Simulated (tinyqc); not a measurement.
Capacitance shares from swing and barrier lowering.

Question. Below threshold the charge is negligible, so the band edge moves as -(aG Vg + aD Vd), aG = CG/CS, aD = CD/CS (CG, CD the capacitances of the barrier top to gate and drain, CS the total), and I goes as exp((aG Vg + aD Vd)/Vt) once Vd is well above Vt. Find aG, aD, CS and CD.

Values chosen for this exercise:

| symbol | value | unit | meaning |
|---|---|---|---|
| T | 200 | K | temperature |

Constants: q = 1.602176634e-19 C, kB = 1.380649e-23 J/K, Vt = kB T/q. Results are converted to the units shown.

swing = 42.217326 mV/decade
DIBL = 27.659574 mV/V
CG = 2.6562563 uF/cm^2

Solution. The swing is Vt ln 10/aG and the DIBL, -dVg/dVd at fixed current, is aD/aG.

aG = 0.9400
aD = 0.02600
CS = 2.826 uF/cm^2
CD = 0.07347 uF/cm^2

Numbers from tinyqc (`OMP_NUM_THREADS=1 python tinyqc.py 2400029 2400030 out.jsonl`; about 0.01 s on one thread of a shared Intel Xeon 2.30GHz).
